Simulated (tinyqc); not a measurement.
Changing the corrugation W: Frenkel-Kontorova chain: a misfit dislocation (kink) in a monolayer on a periodic substrate. Computed by tinyqc, a small Python program. Command: `OMP_NUM_THREADS=1 python tinyqc.py 3025820 3025821 out.jsonl fkchain sweep`. One thread of a shared host (Intel(R) Xeon(R) Processor @ 2.30GHz), about 0.05 s of CPU time with the checks.

E = sum_j [(k/2)(x_(j+1) - x_j - b)^2 + (W/2)(1 - cos(2 pi x_j/a))], x_j = a (j + u_j). A kink takes u from 0 to 1: the chain is stretched by one period and has one atom fewer than wells.

Inputs (values chosen for the exercise, for a model overlayer):
```
quantity,value,unit
spring constant k,7.84,eV/angstrom^2
substrate period a,3.35,angstrom
misfit f = (b - a)/a,0.23,-
atoms on each side n,9,-
atomic mass M,12.7,u
```

Relaxation: Newton steps.

Constants: nu for 1 eV/(angstrom^2 u) = 15.6333042 THz.

Method:
- l0 = sqrt(k a^2/(2 W)); kink u(j) = (2/pi) arctan exp(pi j/l0); kink energy at f = 0: E0 = (4/pi) W l0; with misfit E0 - k a^2 f; kinks become favourable at f_c = 2/(pi l0), and a coherent chain with free ends loses stability at f_m = 1/l0. Lowest vibration of the flat chain: nu0 = 15.6333042 THz x sqrt(2 pi^2 W/(a^2 M)).
- Discrete chain at f = 0, ends held at u = 0 and 1: E = (k a^2/2) sum (u_(j+1) - u_j)^2 + (W/2) sum (1 - cos 2 pi u_j), gradient g_j = k a^2 (2 u_j - u_(j-1) - u_(j+1)) + pi W sin(2 pi u_j), Hessian 2 k a^2 + 2 pi^2 W cos(2 pi u_j) on the diagonal and -k a^2 beside it.
- Start as above (continuum shape at j + 1/2, j = -n..n-1, l0 = sqrt(k a^2/(2 W))). u(new) = u - H^-1 g; stop when the largest gradient is below 1e-9 eV.
- Repeat by Newton steps with an atom at the centre (j = -n..n, u_0 = 1/2). Barrier = difference of the two energies; the lowest Hessian eigenvalue tells minimum from saddle.

One run for each value:
```
corrugation W (eV),kink width l0,Peierls barrier (meV),"energy, centre between atoms (eV)",kink energy E0 (eV),critical misfit f_c
2.9,3.8948,5.6501e+00,14.242,14.381,0.16345
3.8,3.4025,2.5549e+01,16.241,16.462,0.18710
5.0,2.9662,9.6161e+01,18.511,18.884,0.21462
6.6,2.5818,3.0492e+02,21.030,21.696,0.24658
8.6,2.2617,7.8290e+02,23.575,24.766,0.28148
11.0,1.9998,1.6636e+03,25.980,28.009,0.31834
15.0,1.7125,3.7231e+03,28.928,32.707,0.37174
19.0,1.5216,6.2986e+03,31.032,36.811,0.41838
25.0,1.3265,1.0762e+04,33.257,42.225,0.47991
```

Over the rows, kink width l0 falls from 3.89 to 1.33 (exponent d ln y / d ln x about -0.50 throughout); Peierls barrier (meV) rises from 5.65 to 10800 (exponent d ln y / d ln x 5.6 between the first rows and 2.0 between the last); energy, centre between atoms (eV) rises from 14.2 to 33.3 (exponent d ln y / d ln x 0.49 between the first rows and 0.25 between the last). The exponent of kink energy E0 stays at 0.50: the geometric mean of spring and corrugation. The exponent of critical misfit f_c stays at 0.50: f_c goes as 1/l0. ln(barrier/W) against l0 has the slope -2.52 between the first rows; for wide kinks the law is l0^2 exp(-pi l0), with slope 2/l0 - pi = -2.59. The continuum energy is too high by 0.98 % in the first row and 27 % in the last.

Caution (all rows): a corrugation above 1 eV is larger than real overlayers usually show; it is chosen to keep the kink narrow. Caution (rows 5.00, 6.60, 8.60, 11.0, 15.0, 19.0, 25.0): for l0 below about 3 the kink spans few atoms, and the continuum kink energy is off by about 2 per cent or more.

Extremes, crossings and ranges named in words are read from the listed rows.
